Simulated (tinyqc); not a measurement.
Worked calculation: k.p values derived from sp3s* tight binding at Gamma. Values are carried at full precision from step to step, so a last printed digit may differ when a step is redone from the rounded ones.

At Gamma the states are two-level mixtures: s-like S+ (upper) and S- (lower) from [[Esa, Vss], [Vss, Esc]], p-like P- (valence) and P+ from [[Epa, Vxx], [Vxx, Epc]], and the bare s* levels. With real k in 1/angstrom and kz = 0, the phase sums over the four bonds are g0 = 1 - (a k/4)^2/2, g1 = i a kx/4, g3 = -(a/4)^2 kx ky to second order. Each mixture is written (anion, cation) with the anion part positive. c = hbar^2/2m0. No spin-orbit coupling.

Constants: hbar^2/2m0 = 3.80998211 eV angstrom^2.

Parameters, chosen for this exercise (near a published set for AlAs, fitted to gaps, whose masses and valley positions are rough; the results hold for these values, not for the real material):
```
symbol  value   unit      meaning
Esa     -7.515  eV        s level of the anion
Esc     -1.179  eV        s level of the cation
Epa     0.981   eV        p level of the anion
Epc     3.634   eV        p level of the cation
Vss     -6.584  eV        s-s
Vxx     1.859   eV        px-px
a       5.656   angstrom  lattice constant
Vsapc   5.134   eV        s anion, p cation
Vscpa   5.418   eV        s cation, p anion
Vxapc   4.468   eV        s* anion, p cation
Vpaxc   4.922   eV        p anion, s* cation
Exa     7.516   eV        s* level of the anion
Exc     6.776   eV        s* level of the cation
Vxy     4.283   eV        px-py
```

## States at Gamma

Solve the two blocks.

States:
```
state,E (eV),anion part,cation part
S-,-11.6535,0.84664,0.53217
P-,0.0238,0.88906,-0.45780
S+,2.9595,0.53217,-0.84664
P+,4.5912,0.45780,0.88906
```

## Linear terms and the Kane energy

<s state|dH/dkx|x state> = i P with P = (a/4)(sa pc Vsapc + sc pa Vscpa), sa, sc and pa, pc being the parts of the two states; for s* on the anion P = (a/4) pc Vxapc, on the cation (a/4) pa Vpaxc. Ep = P^2/c for S+ to P-.

Couplings:
```
pair,P (eV angstrom),E(first) - E(second) (eV)
S+ to P-,-7.5351,2.9358
S+ to P+,0.4654,-1.6317
S- to P-,0.8110,-11.6773
s*a to P-,-2.8922,7.4922
s*c to P-,6.1876,6.7522
```

Ep = 14.902 eV

The two terms of S+ to P- have the same sign and add: S+ and P- both change sign from anion to cation. An on-site momentum element between s and p, which real atoms have, is absent from this model.

## Electron mass

m0/m = [<S+|d2H/dkx^2|S+>/2 + sum P^2/(E(S+) - E(P))]/c over P- and P+, with the direct term -(a/4)^2 sa sc Vss.

parts of m0/m: direct -1.557, from P- 5.076, from P+ -0.035

mass = 0.2870 m0

The valence band supplies 146 % of m0/m; the direct term, which stands in for the free-electron 1, is -1.56. S+ is not the lowest valley of AlAs; this is the mass of the Gamma level.

## Valence parameters L, M, N and the Luttinger values

Direct terms d0 = -(a/4)^2 pa pc Vxx, dN = -2 (a/4)^2 pa pc Vxy for P-. F = sum P^2/(E(P-) - E(s)) over S+, S-, s*a, s*c. The y state of P- couples to the z state of P+ through Q = (a/4) Vxy (pa p'c - pc p'a), primes for P+, and H1 = Q^2/(E(P-) - E(P+)). L = d0 + F, M = d0 + H1, N = dN + F + H1; g1 = -(L + 2M)/(3c), g2 = -(L - M)/(6c), g3 = -N/(6c).

d0, dN, F, Q, H1 (eV angstrom^2; Q in eV angstrom): 1.5128  6.9707  -26.0705  6.0562  -8.0300

L, M, N (eV angstrom^2): -24.558  -6.517  -27.130

g1, g2, g3: 3.289  0.789  1.187

Along [100] the masses without spin-orbit coupling are c/|L| = 0.155 (one band) and c/|M| = 0.585 (two bands).

## Checks

- Electron mass against a finite difference of the full bands: both 0.2870.
- L and M against finite differences along [100]: largest relative difference 6.6e-06.
- Lowest curvature along [111], (L + 2M + 2N)/3, against a finite difference: both -30.617.

Run: tinyqc, `OMP_NUM_THREADS=1 python tinyqc.py 1452160 1452161 out.jsonl`; Intel(R) Xeon(R) Processor @ 2.30GHz, one thread, shared host; about 0.01 s of CPU time with all checks.
